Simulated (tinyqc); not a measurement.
# Worked calculation: capacitance measurement on a leaky thin oxide: effects of series resistance and leakage

tinyqc, about 0.01 s, one thread, Intel Xeon 2.30GHz (shared host): `OMP_NUM_THREADS=1 python tinyqc.py 2022068 2022069 out.jsonl` Printed values are rounded.

The device is a capacitance C in parallel with a leakage conductance G, in series with Rs and Ls. An impedance meter reports either a parallel pair (Cp, Gp) from Y = 1/Z = Gp + i w Cp or a series pair (Cs, Rm) from Z = Rm + 1/(i w Cs); w = 2 pi f, dissipation D = Gp/(w |Cp|).

Inputs (values chosen for the exercise); values of the order met in thin-oxide MOS capacitors: relative permittivity of the gate insulator (close to silicon dioxide) eox = 3.9; insulator thickness tox = 3.4 nm; gate area A = 400 um^2; oxide-equivalent thickness added by the accumulation layer zc = 0.54 nm; oxide-equivalent thickness added by gate depletion zp = 0.39 nm; gate leakage current density, not matched to the thickness Jg = 0.61 A/cm^2; voltage for an e-fold rise of the leakage Vs = 0.16 V; series resistance Rs = 190 ohm; series inductance Ls = 0 nH; measuring frequency f = 50000 Hz.

Constants: eps0 = 8.8541878128e-14 F/cm where lengths are in cm. Results are converted to the units shown.

## True capacitance and conductance

EOT = 3.9 tox/eox; CET = EOT + zc + zp; C = 3.9 eps0 A/CET; G = Jg A/Vs.

EOT = 3.4 nm
CET = 4.33 nm
C = 3.18996 pF
G = 15.25 uS

## What the meter reports

Z = Rs + i w Ls + 1/(G + i w C).

Z = (6.54818-0.42907i) x 1e4 ohm
Cp = 3.17156 pF
Gp = 15.2061 uS
Cs = 741.867 pF
D = 15.2615

Cp is 0.58 % below C and Cs is 233 times it; G Rs = 0.00290, w C Rs = 1.90e-4 and G/(w C) = 15.2.
